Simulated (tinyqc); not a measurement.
Comparisons within one model: thresholds of impact ionisation and Auger recombination from band masses. A value that a table varies takes the place of the one given here.

Parabolic bands, no phonon. At threshold the three slow carriers share one velocity. With M their total mass and m4 the mass of the fast carrier, the fast carrier has the kinetic energy E_T = G M/(M - m4) and the slow ones together E_a = G m4/(M - m4), the activation energy of the Auger rate. CCCH (fast electron): G = Eg, M = 2 me + mh, m4 = me. CHHS (hole into the split-off band): G = Eg - Dso, M = 2 mh + me, m4 = ms; this form holds for Eg > Dso (below, the process needs about Dso - Eg and is marked by a dash). CHHL (hole into the light band): G = Eg, M = 2 mh + me, m4 = ml. CHHH (fast heavy hole): G = Eg, M = 2 mh + me, m4 = mh.

Non-parabolic fast electron: E (1 + alpha E) = c k^2/me with alpha = (1 - me)^2/Eg; the slow carriers stay parabolic, so E_T = Eg + me E_T (1 + alpha E_T)/M, M = 2 me + mh (the root between Eg and 1.9 Eg).

Constants: kB = 8.617333262e-05 eV/K; hc = 1239.841984 eV nm.

Inputs chosen for the exercise (near those of GaSb, gap at low temperature and not tied to T; the results hold for these values, not for the real material):
```
symbol  value   unit  meaning
Eg      0.796   eV    gap at Gamma to the s-like level
Dso     0.745   eV    spin-orbit splitting
me      0.0384  m0    electron mass at Gamma
mh      0.38    m0    heavy-hole mass
ms      0.13    m0    split-off mass
ml      0.0441  m0    light-hole mass
T       400     K     temperature
```

## The gap of an alloy series

Eg is varied with me and ml proportional to it; mh, ms and Dso are kept. E_a of three processes; wavelength hc/Eg.

Results:
```
Eg (eV)  wavelength (micrometre)      me  CCCH (meV)  CCCH non-parabolic (meV)  CHHS (meV)  CHHL (meV)  log10 exp(-E_a/kT), non-parabolic
0.239                       5.19  0.0115         7.0                      14.8           -         4.2                              -0.19
0.398                       3.12  0.0192        19.1                      41.6           -        11.6                              -0.52
0.597                       2.08  0.0288        42.1                      95.4           -        26.1                              -1.20
0.796                       1.56  0.0384        73.1                     173.2         9.9        46.5                              -2.18
0.995                       1.25  0.0480       111.6                     276.8        47.9        72.9                              -3.49
1.274                       0.97  0.0615       177.4                     470.2        99.5       119.8                              -5.92
1.592                       0.78  0.0768       267.7                     769.7       155.8       187.6                              -9.70
```

E_a of CCCH goes nearly as Eg^2 (power 1.92 over the table), as both G and me grow; the non-parabolic value goes with the power 2.08, and its Boltzmann factor spans 9.5 decades; rows with E_a far above kT are formal, since phonon-assisted processes and side valleys rule there. CHHS is resonant at Eg = Dso = 0.745 eV, with no activation, and is the easiest process near there; it has the lowest E_a of the parabolic values for Eg = 0.796, 0.995, 1.274 and 1.592 eV.

## The mass ratio

mu = me/mh is varied; thresholds in units of Eg for ionisation started by an electron, (1 + 2 mu)/(1 + mu), and by a heavy hole, (2 + mu)/(1 + mu).

Results:
```
mu     electron (Eg)  hole (Eg)  electron (eV)  hole (eV)
0.101         1.0917     1.9083          0.869      1.519
0.160         1.1379     1.8621          0.906      1.482
0.210         1.1736     1.8264          0.934      1.454
0.850         1.4595     1.5405          1.162      1.226
1.000         1.5000     1.5000          1.194      1.194
1.600         1.6154     1.3846          1.286      1.102
2.000         1.6667     1.3333          1.327      1.061
```

The two thresholds add up to 3 Eg in every row and are equal, 3/2 Eg, at mu = 1. The lighter carrier has the lower threshold; in the first row the two differ by 0.650 eV, which would favour one carrier in avalanche multiplication. Real ionisation rates depend on the whole band structure and can be nearly equal although the edge masses differ.

## What each parameter does

Activation energies. Each row changes one parameter from the base and keeps the others.

Results:
```
case             CCCH (meV)  CCCH non-parabolic (meV)  CHHL (meV)
base                  73.06                    173.20       46.54
Eg = 0.8756 eV        80.36                    190.52       51.19
Dso = 0.8195 eV       73.06                    173.20       46.54
me = 0.0346 m0        66.43                    154.75       46.77
mh = 0.342 m0         80.35                    195.67       51.75
ms = 0.117 m0         73.06                    173.20       46.54
ml = 0.0485 m0        73.06                    173.20       51.48
```

The largest shifts from the base row, up to three for each result and ties (the steps differ in size, so this ranks the rows, not the parameters). CCCH (meV): Eg +7.31, mh +7.30, me -6.63; unchanged at the printed digits by Dso, ms and ml. CCCH non-parabolic (meV): mh +22.47, me -18.45, Eg +17.32; unchanged at the printed digits by Dso, ms and ml. CHHL (meV): mh +5.21, ml +4.94, Eg +4.65; unchanged at the printed digits by Dso and ms.

Run: tinyqc, `OMP_NUM_THREADS=1 python tinyqc.py 1881270 1881271 out.jsonl`; Intel(R) Xeon(R) Processor @ 2.30GHz, one thread, shared host; about 0.01 s of CPU time with all checks.
